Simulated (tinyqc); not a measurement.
Changing the hydrogen pressure p: hydrogen passivation of interface dangling bonds: competing passivation and dissociation with distributed barriers. Computed by tinyqc, a small Python program. Command: `OMP_NUM_THREADS=1 python tinyqc.py 3026414 3026415 out.jsonl passiv sweep`. One thread of a shared host (Intel(R) Xeon(R) Processor @ 2.30GHz), about 0.1 s of CPU time with the checks.

P_b + H2 gives P_bH + H at the rate k_f [H2]; P_bH gives P_b + H at the rate k_d. All defects start unpassivated. E_f and E_d are Gaussian and independent.

Inputs (values chosen for the exercise, close to those used for P_b centres at the silicon-oxide interface):

| quantity | value | unit |
|---|---|---|
| defect density N0 | 3.3e+12 | 1/cm^2 |
| passivation prefactor k_f0 | 5.1e-08 | cm^3/s |
| mean passivation barrier E_f | 1.5 | eV |
| spread sigma_f | 0.035 | eV |
| dissociation prefactor k_d0 | 1.9e+13 | 1/s |
| mean dissociation barrier E_d | 2.77 | eV |
| spread sigma_d | 0.049 | eV |
| H2 in the oxide per atm, solubility factor | 1.3e+18 | 1/(cm^3 atm) |
| anneal temperature T | 250 | C |
| anneal time t | 590 | s |
| oxide thickness | 4.3 | nm |

Constants: k_B = 8.617333262e-05 eV/K; e = 1.602176634e-19 C; eps_0 = 8.8541878128e-12 F/m.

Method:
- [H2] = solubility factor x p; a = k_f0 [H2] exp(-E_f/(k_B T)), d = k_d0 exp(-E_d/(k_B T)). For one pair of barriers the active share is y = [d + a exp(-(a + d) t)]/(a + d).
- Temperatures in kelvin are T(C) + 273.15.
- Average y over both Gaussians with 40 x 40 Gauss-Hermite points.
- Active density N0 y; threshold shift if each active defect holds one charge, e N0 y t_ox/(3.9 eps_0).
- Minimise the averaged y over T between 150 and 900 C: find where ln y is equal at T - 0.05 and T + 0.05 C; T is rounded to 0.1 C.

One run for each value:

| hydrogen pressure p (atm) | active share y | best temperature (C) | least active share |
|---|---|---|---|
| 0.003 | 0.9994 | 501.6 | 8.988e-04 |
| 0.009 | 0.9983 | 477.4 | 1.647e-04 |
| 0.03 | 0.9944 | 451.8 | 2.521e-05 |
| 0.09 | 0.9834 | 429.5 | 4.507e-06 |
| 0.3 | 0.9465 | 406.3 | 6.794e-07 |
| 0.9 | 0.8533 | 386.3 | 1.205e-07 |
| 3 | 0.6224 | 365.5 | 1.808e-08 |
| 9 | 0.3124 | 347.7 | 3.203e-09 |
| 30 | 0.0674 | 329.2 | 4.809e-10 |

Describe and explain the trends.

Over the rows, active share y falls from 0.999 to 0.0674 (exponent d ln y / d ln x -0.0010 between the first rows and -1.3 between the last); best temperature (C) falls from 502 to 329 (exponent d ln y / d ln x about -0.046 throughout); least active share falls from 8.99e-4 to 4.81e-10 (exponent d ln y / d ln x about -1.6 throughout). At the low end the exponent of active share y is 0.00, close to 0: little has reacted yet. High pressure speeds passivation and shifts the balance, the reason for high-pressure anneals.

Caution (all rows): a least active share below 1e-3 is a property of the model; measured passivation levels off well above it. Caution (all rows): atomic hydrogen, which both passivates and depassivates, and further passivation during cooling are left out.

Extremes, crossings and ranges named in words are read from the listed rows.
